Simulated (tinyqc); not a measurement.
# Hole mobility in a silicon inversion layer, empirical terms and Matthiessen rule: several studies

Inversion layer of sheet density Ns on a uniformly doped body. The mobility terms are empirical power laws with prefactors chosen for the exercise; adding their inverses (Matthiessen) is itself an approximation.

Inputs (values chosen for the exercise); material values close to those of silicon:
```
symbol,value,unit,meaning
T,273,K,temperature
Eg,1.11,eV,band gap
eps_r,11.7,,relative permittivity of the semiconductor
Nc,2.39e19,cm^-3,conduction-band density of states at T
Nv,2.33e19,cm^-3,valence-band density of states at T
Nb,2.2e18,cm^-3,body doping
Vsb,0,V,reverse body bias
eta,0.3333,,weight of the inversion charge in the effective field
Ap,133,cm^2/(V s),phonon-limited mobility at 1 MV/cm and 300 K
As,367,cm^2/(V s),roughness-limited mobility at 1 MV/cm
gs,1,,exponent of the roughness term
Ac,1100,cm^2/(V s),Coulomb prefactor
Nit,1.4e11,cm^-2,charge at the interface
Ns,3.7e12,cm^-2,inversion density
```

Constants: q = 1.602176634e-19 C, kB = 1.380649e-23 J/K, Vt = kB T/q, eps0 = 8.8541878128e-14 F/cm where lengths are in cm. Results are converted to the units shown.

Each table varies one quantity; the others keep the values above.

## Effect of the charge at the interface

ni = sqrt(Nc Nv) exp(-Eg/(2 Vt)), Eg in volts; Ndep = sqrt(2 eps0 eps_r Nb (2 Vt ln(Nb/ni) + Vsb)/q); E = q (Ndep + eta Ns)/(eps0 eps_r), in MV/cm. With t = T/(300 K): muC = Ac (Ns/1e12 cm^-2) t/(Nb/1e17 cm^-3 + Nit/1e11 cm^-2), muP = Ap E^(-1/3) t^(-1.75), muS = As E^(-gs); 1/mu is the sum of the inverses.

The same in every row: E (MV/cm) = 1.0150; muP (cm^2/(V s)) = 156.09; muS (cm^2/(V s)) = 361.58.

Results:

| Nit (cm^-2) | muC (cm^2/(V s)) | mu (cm^2/(V s)) |
|---|---|---|
| 1e10 | 167.59 | 66.054 |
| 3.2e10 | 165.94 | 65.796 |
| 1e11 | 161.03 | 65.010 |
| 3.2e11 | 146.97 | 62.593 |
| 3.2e12 | 68.587 | 42.101 |
| 1e13 | 30.358 | 23.746 |

Estimate the missing row, Nit = 1e12 cm^-2.

Computed row:

| Nit (cm^-2) | muC (cm^2/(V s)) | mu (cm^2/(V s)) |
|---|---|---|
| 1e12 | 115.74 | 56.141 |

With this row back in the table: As Nit goes from 1e10 to 1e13 cm^-2, E stays at 1.01 MV/cm and mu falls from 66.1 to 23.7 cm^2/(V s). The smallest term is the phonon one in the first row and the Coulomb one in the last.

## Effect of the reverse body bias

Same model as above.

The same in every row: muC (cm^2/(V s)) = 158.3.

Effect of the reverse body bias:

| Vsb (V) | E (MV/cm) | muP (cm^2/(V s)) | muS (cm^2/(V s)) | mu (cm^2/(V s)) |
|---|---|---|---|---|
| 0 | 1.015 | 156.1 | 361.6 | 64.56 |
| 0.4 | 1.166 | 149.0 | 314.7 | 61.71 |
| 0.8 | 1.297 | 143.8 | 283.0 | 59.51 |
| 1.2 | 1.414 | 139.8 | 259.6 | 57.72 |
| 1.6 | 1.520 | 136.4 | 241.4 | 56.21 |
| 2 | 1.619 | 133.6 | 226.7 | 54.90 |
| 2.4 | 1.711 | 131.1 | 214.4 | 53.74 |

What does the comparison show?

As Vsb goes from 0 to 2.4 V, E rises from 1.01 to 1.71 MV/cm and mu falls from 64.6 to 53.7 cm^2/(V s). The phonon term is the smallest in the first and the last row. For Vsb = 1.6 to 2.4 V E passes 1.5 MV/cm, beyond the usual range of such laws.

## Universality: two dopings at the same effective field

Same model as above.

For each E, Ns is chosen to give that field on bodies with Nb = 3e17 and 2.2e18 cm^-3; the last column leaves out muC.

Universality: two dopings at the same effective field:

| E (MV/cm) | Ns, light body (cm^-2) | mu, light (cm^2/(V s)) | Ns, heavy body (cm^-2) | mu, heavy (cm^2/(V s)) | without muC (cm^2/(V s)) |
|---|---|---|---|---|---|
| 0.874 | 1.133e13 | 112.8 | 9.651e11 | 30.58 | 118.0 |
| 0.988 | 1.355e13 | 106.8 | 3.177e12 | 60.97 | 110.6 |
| 1.12 | 1.611e13 | 100.6 | 5.737e12 | 72.75 | 103.4 |
| 1.26 | 1.882e13 | 94.77 | 8.453e12 | 76.43 | 96.91 |
| 1.43 | 2.212e13 | 88.67 | 1.175e13 | 76.52 | 90.26 |
| 1.61 | 2.561e13 | 83.12 | 1.524e13 | 74.67 | 84.33 |
| 1.82 | 2.969e13 | 77.58 | 1.932e13 | 71.67 | 78.48 |
| 2.06 | 3.434e13 | 72.19 | 2.397e13 | 68.03 | 72.86 |

What does the comparison show, and why?

The heavily doped body has 0.271 of the mobility of the light one in the first row and 0.942 in the last; there they lie 6.6 % below and 0.92 % below the curve without Coulomb scattering, which depends on E alone. The heavy body leaves that curve at low E because its field comes mostly from depletion charge and few carriers screen.

Numbers from tinyqc (`OMP_NUM_THREADS=1 python tinyqc.py 2510061 2510062 out.jsonl`; about 0.01 s on one thread of a shared Intel Xeon 2.30GHz).
